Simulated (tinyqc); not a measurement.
# The Goldsmid-Sharp estimate against doping

Model: two-band model of a narrow-gap semiconductor with electrons and holes. Computed by tinyqc, a small Python program. Command: `OMP_NUM_THREADS=1 python tinyqc.py 3017796 3017797 out.jsonl bipolar sweep`. One thread of a shared host (Intel(R) Xeon(R) Processor @ 2.30GHz), about 0.3 s of CPU time with the checks.

Two parabolic bands with acoustic scattering (r = -1/2, a = 0), a gap that does not change with T, and fully ionised dopants. Melting is ignored, so values above the melting point are formal, and kappa_L does not change with T. eta_n = (E_F - E_c)/(k_B T), eta_p = -eta_n - E_g/(k_B T).

Inputs (values chosen for the exercise, modelled on germanium): electron mass m_n = 0.52 m_0; hole mass m_p = 0.36 m_0; electron mobility parameter mu_300,n = 3800 cm^2/(V s); hole mobility parameter mu_300,p = 1600 cm^2/(V s); temperature exponent p = 1.5; band gap E_g = 0.65 eV; lattice thermal conductivity kappa_L = 36 W/(m K).

Doping: n-type.

Constants: k_B = 8.617333262e-05 eV/K; m_0 = 9.1093837015e-31 kg; k_B = 1.380649e-23 J/K; hbar = 1.054571817e-34 J s; e = 1.602176634e-19 C.

Method:
- With x = E/(k_B T), a = alpha k_B T (0 for a parabolic band), G = x (1 + a x), D = 1 + 2 a x and <y> = int y f (1 - f) dx, f = 1/(1 + exp(x - eta)): tau = tau_0 G^r/D; transport function s = G^(3/2 + r)/D^2; n = N_0 <G^(3/2)> with N_0 = (2 m k_B T)^(3/2)/(3 pi^2 hbar^3).
- Integrals over x = E/(k_B T) use 160 Gauss-Legendre points in u = sqrt(x) from 0 to sqrt(max(eta, 0) + 32).
- sigma = e mu_0 N_0 <s> with mu_0 = e tau_0/m = mu_300 (T/300 K)^(-p); |S| = (k_B/e)(<x s>/<s> - eta); Lorenz number L = (k_B/e)^2 (<x^2 s>/<s> - (<x s>/<s>)^2); kappa_e = L sigma T; zT = S^2 sigma T/(kappa_L + kappa_e).
- Neutrality: n - p = N, with n = N_0(m_n) <x^(3/2)> at eta_n and p = N_0(m_p) <x^(3/2)> at eta_p.
- Both bands together (these totals replace the one-band zT): sigma = sigma_n + sigma_p; S = (sigma_p |S_p| - sigma_n |S_n|)/sigma; kappa_bip = (sigma_n sigma_p/sigma)(|S_n| + |S_p|)^2 T; kappa_e = (L_n sigma_n + L_p sigma_p) T; zT = S^2 sigma T/(kappa_L + kappa_e + kappa_bip); weak-field R_H = (r_p sigma_p^2/p - r_n sigma_n^2/n)/(e sigma^2), where the Hall factors r_n and r_p are <x^(3/2)> <x^(1/2)>/<s>^2.
- T_max maximises |S| of the majority sign between 150 and 1200 K; the Goldsmid-Sharp estimate is E_g = 2 e |S_max| T_max.

One run for each value:
```
net doping N (1/cm^3)  T_max (K)  |S_max| (microvolt/K)  estimate over true gap
2.60e+16                   438.8                  722.4                   0.975
5.60e+16                   478.2                  666.9                   0.981
1.20e+17                   524.7                  612.6                   0.989
2.60e+17                   581.5                  558.6                   0.999
5.60e+17                   650.5                  506.2                   1.013
2.60e+18                   846.5                  406.1                   1.058
```

Give the missing row, net doping N (1/cm^3) = 1.20e+18.

Computed row:
```
net doping N (1/cm^3)  T_max (K)  |S_max| (microvolt/K)  estimate over true gap
1.20e+18                   735.9                  455.6                   1.032
```

Interpolating between the two neighbouring rows (the first column on a logarithmic scale, the others too where they are positive) misses most in T_max (K), by 0.74 %. Over the rows, T_max (K) rises from 439 to 846 (exponent d ln y / d ln x 0.11 between the first rows and 0.18 between the last); |S_max| (microvolt/K) falls from 722 to 406 (exponent d ln y / d ln x -0.10 between the first rows and -0.15 between the last); estimate over true gap rises from 0.975 to 1.06 (exponent d ln y / d ln x 0.0080 between the first rows and 0.032 between the last).

Extremes, crossings and ranges named in words are read from the listed rows.
